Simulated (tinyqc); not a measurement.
Thermodynamics of metal silicides: hull, first phase, silicon consumed, nucleation and stability against SiO2: one step, computed by the program tinyqc.

Entropies of formation of the solids are neglected, so heats stand for free energies. Si fractions: M2Si 0.3333, MSi 0.5000, MSi2 0.6667.

Question. End state on a thin silicon layer. Overall Si fraction x0 = (t_Si/V_Si)/(t_Si/V_Si + t/V_M). In equilibrium the two stable phases that bracket x0 share the atoms by the lever rule.

Inputs (values chosen for the exercise, of the order of those of cobalt silicides for heats and volumes only):
```
quantity                value      unit
molar volume of M        6.67  cm^3/mol
molar volume of Si      12.06  cm^3/mol
metal thickness t          26        nm
silicon available t_Si     46        nm
```

Phases: M2Si, MSi, MSi2.

distance to the lowest tie line (kJ/mol atoms): M2Si -5.73333, MSi -11.15000, MSi2 -2.83333

Give: overall Si fraction x0; end state; share of atoms in the Si-richer phase.

Answer.

overall Si fraction x0 = 0.4946

End state: M2Si + MSi

share of atoms in the Si-richer phase = 0.9674
